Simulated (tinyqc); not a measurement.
Abrupt p-n junction, non-linear Poisson equation by Newton steps: one step of the calculation.

One dimension, p side on the left, n side on the right; net doping C = -Na for x < 0 and +Nd for x > 0. The potential psi is counted from the intrinsic level, and the quasi-Fermi potentials are flat: 0 for holes and -V for electrons, so n = ni exp((psi + V)/Vt) and p = ni exp(-psi/Vt) (Boltzmann statistics, full ionisation, no current). Under reverse bias this makes the minority densities vanishingly small everywhere; they play no part in the charge.

Question. Newton step. Solve the tridiagonal system a_(i-1) d_(i-1) + b_i d_i + a_i d_(i+1) = -F_i for nodes 1 to 11, with d = 0 on fixed nodes. Half of the step is added while the largest |d| exceeds 1.5 Vt, the full step after that.

Parameters, values chosen for the exercise: temperature T = 250 K.

Constants: q = 1.602176634e-19 C, kB = 1.380649e-23 J/K, Vt = kB T/q. Results are converted to the units shown.

coupling a_i, interval 0 to 11 (F/cm^2): [1.1440804e-6, 1.3948378e-6, 1.6774820e-6, 2.0446418e-6, 2.4834917e-6, 1.5152256e-6, 9.2314741e-7, 5.6568422e-7, 3.4516325e-7, 2.0908246e-7, 1.2889008e-7, 7.8325508e-8]

```
node  diagonal b (F/cm^2)  residual F (C/cm^2)
1           -1.9406023e-5                   ~0
2           -1.6992887e-5         1.7691400e-8
3           -1.0773627e-5         9.6226274e-8
4           -4.5775508e-6        -2.3158295e-8
5           -3.9987580e-6         2.4223785e-8
6           -2.4383730e-6        6.7521000e-18
7           -1.4888316e-6                   ~0
8           -9.1084748e-7                   ~0
9           -5.5424572e-7                   ~0
10          -3.3797278e-7         7.9973460e-9
11          -1.1864705e-5        -4.7819865e-8
```

psi at the start, node 0 to 12 (V): [-0.5221718, -0.5221718, -0.5221718, -0.5116254, -0.4089857, -0.2522276, 0.0121083, 0.4228765, 1.0315485, 1.8637305, 2.7881073, 3.1591201, 3.1591201]

Wanted: Newton step d, before damping; psi after iteration 1.

Answer.

Newton step d, before damping, node 1 to 11 (V): [0.000159, 0.002210, 0.011710, 0.012829, 0.023329, 0.024554, 0.026565, 0.029845, 0.035222, 0.044098, -0.003551]
psi after iteration 1, node 0 to 12 (V): [-0.5222, -0.5221, -0.5211, -0.5058, -0.4026, -0.2406, 0.0244, 0.4362, 1.0465, 1.8813, 2.8102, 3.1573, 3.1591]

Computed by the program tinyqc: `OMP_NUM_THREADS=1 python tinyqc.py 2000124 2000125 out.jsonl`, one thread of a shared Intel Xeon 2.30GHz, about 0.03 s for the whole run.

~0 in a residual or rate marks an entry under 1e-11 of the largest of its column.
